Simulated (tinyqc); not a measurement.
Thermoelectric coefficients of a parabolic band, Landauer integrals: two steps of the calculation.

Bulk parabolic band, x = (E - Ec)/kB T, C = hbar^2/(2 m0), kB T in eV. Modes per area gv m kB T x/(4 pi C) times the back-scattering length l0 x^rr give the transport function s0 X(x), s0 = (2 q^2/h) gv m kB T l0/(4 pi C), X = x^(1 + rr). I_k = int X (x - eta)^k w dx, w = 1/(4 cosh^2((x - eta)/2)).

Parameters, values chosen for the exercise: temperature T = 500 K; mass of one valley m = 0.51 m0; valleys gv = 4; back-scattering length at x = 1 l0 = 7.1 nm; energy exponent of that length rr = 0; lattice thermal conductivity kL = 4.6 W/(m K); reduced Fermi level (EF - Ec)/kB T eta = 4.2.

Constants: q = 1.602176634e-19 C, kB = 1.380649e-23 J/K, hbar = 1.054571817e-34 J s, h = 6.62607015e-34 J s, m0 = 9.1093837015e-31 kg, Vt = kB T/q, hbar^2/(2 m0) = 0.0380998212 eV nm^2. Results are converted to the units shown.

Question 1. Coefficients of the electrons. sigma = s0 I_0, S = -(kB/q) I_1/I_0, Lorenz number L = (kB/q)^2 [I_2/I_0 - (I_1/I_0)^2], kappa_e = L sigma T.

converged I_0, I_1, I_2: [4.2148843, 3.1974748, 14.420797]

Give: s0; sigma; S; L; kappa_e.

Answer 1.

s0 = 1009.9 S/cm
sigma = 4256.8 S/cm
S = -65.372 uV/K
L = 2.1133 x 1e-8 V^2/K^2
kappa_e = 4.4980 W/(m K)

L is 13 % below the Sommerfeld value (pi^2/3)(kB/q)^2 = 2.443e-8 V^2/K^2.

Question 2. Power factor and figure of merit. Power factor S^2 sigma, ZT = S^2 sigma T/(kappa_e + kL).

sigma = 4256.7585 S/cm
S = -65.372391 uV/K
kappa_e = 4.4979502 W/(m K)

Give: power factor; ZT; electronic share of kappa.

Answer 2.

power factor = 1.8191 mW/(m K^2)
ZT = 0.099976
electronic share of kappa = 49.439 %

Range of the model: Parabolic bands, elastic scattering and a fixed kL make these model figures, not those of a material.

Numbers from tinyqc (`OMP_NUM_THREADS=1 python tinyqc.py 2800038 2800039 out.jsonl`; about 0.07 s on one thread of a shared Intel Xeon 2.30GHz).
